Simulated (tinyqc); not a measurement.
Hueckel theory of the pi electrons with the omega technique, for the molecule N=c1ccccnc1 (SMILES; centres numbered as the heavy atoms are written), step by step. One step of it, computed by the program tinyqc.

Problem. Orbitals, round 1. Diagonalise; E = alpha + x beta with beta < 0, so the largest x are filled first; degenerate levels share their electrons. P = sum n_i c_ri c_si; each orbital has its largest coefficient positive (the first on a tie).

Hueckel matrix in units of beta (H = alpha + beta A), order 1N, 2C, 3C, 4C, 5C, 6C, 7N, 8C:
```
[[0.520000, 1.000000, 0.000000, 0.000000, 0.000000, 0.000000, 0.000000, 0.000000],
 [1.000000, 0.000000, 1.000000, 0.000000, 0.000000, 0.000000, 0.000000, 1.000000],
 [0.000000, 1.000000, 0.000000, 1.000000, 0.000000, 0.000000, 0.000000, 0.000000],
 [0.000000, 0.000000, 1.000000, 0.000000, 1.000000, 0.000000, 0.000000, 0.000000],
 [0.000000, 0.000000, 0.000000, 1.000000, 0.000000, 1.000000, 0.000000, 0.000000],
 [0.000000, 0.000000, 0.000000, 0.000000, 1.000000, 0.000000, 1.000000, 0.000000],
 [0.000000, 0.000000, 0.000000, 0.000000, 0.000000, 1.000000, 0.520000, 1.000000],
 [0.000000, 1.000000, 0.000000, 0.000000, 0.000000, 0.000000, 1.000000, 0.000000]]
```

pi electrons, sum of z_r less the charge = 8

Give: x values; occupations; coefficients; charge and bond-order matrix P.

Solution.

x values: [2.1999, 1.5789, 1.3681, 0.4951, -0.3986, -0.5753, -1.7135, -1.9146]

occupations: [2.0000, 2.0000, 2.0000, 2.0000, 0.0000, 0.0000, 0.0000, 0.0000]

coefficients, order 1N, 2C, 3C, 4C, 5C, 6C, 7N, 8C:
```
[[0.2746, -0.4371, -0.1170, 0.7035, -0.1452, 0.3725, 0.0875, -0.2396],
 [0.4613, -0.4629, -0.0993, -0.0175, 0.1334, -0.4080, -0.1954, 0.5834],
 [0.3345, -0.2746, 0.3550, -0.3901, -0.4809, -0.2083, -0.0944, -0.5010],
 [0.2746, 0.0293, 0.5849, -0.1756, 0.0583, 0.5278, 0.3572, 0.3758],
 [0.2696, 0.3209, 0.4453, 0.3031, 0.4577, -0.0954, -0.5176, -0.2185],
 [0.3185, 0.4773, 0.0243, 0.3256, -0.2407, -0.4730, 0.5298, 0.0425],
 [0.4311, 0.4327, -0.4121, -0.1419, -0.3617, 0.3675, -0.3902, 0.1371],
 [0.4056, -0.0191, -0.3737, -0.3221, 0.5729, 0.0705, 0.3418, -0.3764]]
```

charge and bond-order matrix P, order 1N, 2C, 3C, 4C, 5C, 6C, 7N, 8C:
```
[[1.5501, 0.6565, -0.2081, -0.2587, 0.1899, 0.2101, -0.2448, -0.1263],
 [0.6565, 0.8743, 0.5060, 0.1163, -0.1473, -0.1643, 0.0839, 0.4774],
 [-0.2081, 0.5060, 0.9309, 0.7199, 0.0838, -0.2859, -0.1311, 0.2678],
 [-0.2587, 0.1163, 0.7199, 0.8984, 0.5813, 0.1169, -0.1701, -0.1024],
 [0.1899, -0.1473, 0.0838, 0.5813, 0.9316, 0.6971, 0.0572, -0.3216],
 [0.2101, -0.1643, -0.2859, 0.1169, 0.6971, 0.8718, 0.5753, 0.0123],
 [-0.2448, 0.0839, -0.1311, -0.1701, 0.0572, 0.5753, 1.1261, 0.7327],
 [-0.1263, 0.4774, 0.2678, -0.1024, -0.3216, 0.0123, 0.7327, 0.8167]]
```
